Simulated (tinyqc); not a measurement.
Scaling with the misfit: strain-driven roughening and islands of a mismatched epitaxial film. Computed by tinyqc, a small Python program. Command: `OMP_NUM_THREADS=1 python tinyqc.py 3027113 3027114 out.jsonl island walk`. One thread of a shared host (Intel(R) Xeon(R) Processor @ 2.30GHz), about 0.01 s of CPU time with the checks.

Film and substrate share isotropic elastic constants; the film is coherent and biaxially strained.

Inputs (values chosen for the exercise, modelled on InAs on InP):
```
quantity,value,unit
misfit |f|,0.031,-
shear modulus G,28.6,GPa
Poisson ratio nu,0.3,-
surface energy gamma,0.728,J/m^2
contact angle of the shallow shape theta_1,13.7,degrees
contact angle of the steep shape theta_2,26.8,degrees
facet energy of shape 1 over gamma,1.003,-
facet energy of shape 2 over gamma,1.024,-
surface mobility D_s nu_s Omega^2/(k_B T),4.8e-32,m^6/(J s)
```

Transport: surface diffusion.

Constants: e = 1.602176634e-19 C.

Method:
- M = 2 G (1 + nu)/(1 - nu); stress = M f; energy density w = M f^2.
- A ripple A cos(k x) has the surface chemical potential per volume [gamma k^2 - 2 (1 + nu) w k] A cos(k x), so k_c = 2 (1 + nu) w/gamma. With surface diffusion the amplitude grows at the rate q = B k^2 [2 (1 + nu) w k - gamma k^2], fastest at k_m = (3/4) k_c. B is the surface mobility.
- Shallow faceted island (Tersoff form): E = 4 Gam V^(2/3) tan^(1/3)(theta) - 6 c V tan(theta), Gam = gamma [x/sin(theta) - 1/tan(theta)], x the facet energy over gamma, c = stress^2 (1 - nu)/(2 pi G).
- The barrier is the maximum of E, at V_c = [4 Gam/(9 c)]^3 / tan^2(theta) (1 GPa nm = 1 J/m^2).
- V_c = [4 Gam/(9 c)]^3/tan^2(theta), barrier = (4/3) Gam V_c^(2/3) tan^(1/3)(theta); the growth time is 1/q at k_m.

fastest wavelength = 22.9780 nm

growth time 1/q at k_m = 0.0153560 s

critical volume, shape 1 = 17.7069 nm^3

barrier, shape 1 = 3.41427 eV

Misfit scaled at fixed constants:
```
|f| (%),fastest wavelength (nm),growth time (s),V_c of shape 1 (nm^3),barrier of shape 1 (eV)
0.775,367.65,1.0064e+03,7.2527e+04,8.7405e+02
1.085,187.58,6.8192e+01,9.6324e+03,2.2752e+02
1.550,91.91,3.9311e+00,1.1332e+03,5.4628e+01
2.170,46.89,2.6637e-01,1.5051e+02,1.4220e+01
3.100,22.98,1.5356e-02,1.7707e+01,3.4143e+00
4.340,11.72,1.0405e-03,2.3517e+00,8.8876e-01
```

Halving the misfit stretches the wavelength 4 times, the barrier 16 times, the volume 64 times and the time 256 times: f^(-2), f^(-4), f^(-6), f^(-8). Over these rows the time spans 6.0 decades: strongly mismatched films tend to roughen first, while dilute alloys have time to stay flat. Rows with wavelengths under 10 nm or volumes under 5 nm^3 are beyond the continuum picture.

Extremes, crossings and ranges named in words are read from the listed rows.
